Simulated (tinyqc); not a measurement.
# Via and link resistance from two via chains

Problem. A chain of 1000 vias joined by 1000 metal links has R = 1000 (Rv + Rlink), with Rlink proportional to the link length. Find Rv, Rlink for length L, and the value of Rv that the short chain would give if the links were ignored.

resistance of chains of 1000 links with link lengths L and 3 L (ohm): [18600, 23800]

Solution. R per link is a straight line in the link length; its intercept at zero length is Rv.

Rv = 16.0 ohm
Rlink = 2.60 ohm
Rv without correction = 18.6 ohm

Program tinyqc, `OMP_NUM_THREADS=1 python tinyqc.py 2750191 2750192 out.jsonl`; Intel Xeon 2.30GHz, shared host, one thread, about 0.03 s.
